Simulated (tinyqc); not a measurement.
Born-von Karman spring model of a cubic crystal with one atom per cell: one step, computed by the program tinyqc.

First neighbours lie at a/2 (1,1,1) (8 of them), second at a (1,0,0) (6), with all permutations and signs; the volume per atom is Omega = a^3/2. Two shells of springs match a real metal only roughly, above all at the zone boundary.

Task: Frequencies at the zone boundary. A neighbour at R with unit vector n couples by the matrix K(R) = kL n n^T + kT (1 - n n^T), and D(q) = (1/M) sum_R K(R) [1 - cos(q.R)]. An eigenvalue lambda of D in eV/(angstrom^2 u) gives nu = 15.6333042 THz x sqrt(lambda).

Inputs (values chosen for the exercise, modelled on molybdenum): atomic mass M = 95.95 u; radial spring k1L = 3.89 eV/angstrom^2; transverse spring k1T = -0.03 eV/angstrom^2; radial spring k2L = 3.6 eV/angstrom^2; transverse spring k2T = -0.19 eV/angstrom^2.

Lattice: bcc.

Constants: nu for 1 eV/(angstrom^2 u) = 15.6333042 THz.

Give: Frequencies (THz) at points given in 2 pi/a.

Result:

Frequencies (THz) at points given in 2 pi/a:
```
point               nu 1   nu 2   nu 3
H (1, 0, 0)        7.213  7.213  7.213
N (0.5, 0.5, 0)    4.706  5.842  9.348
P (0.5, 0.5, 0.5)  7.670  7.670  7.670
```
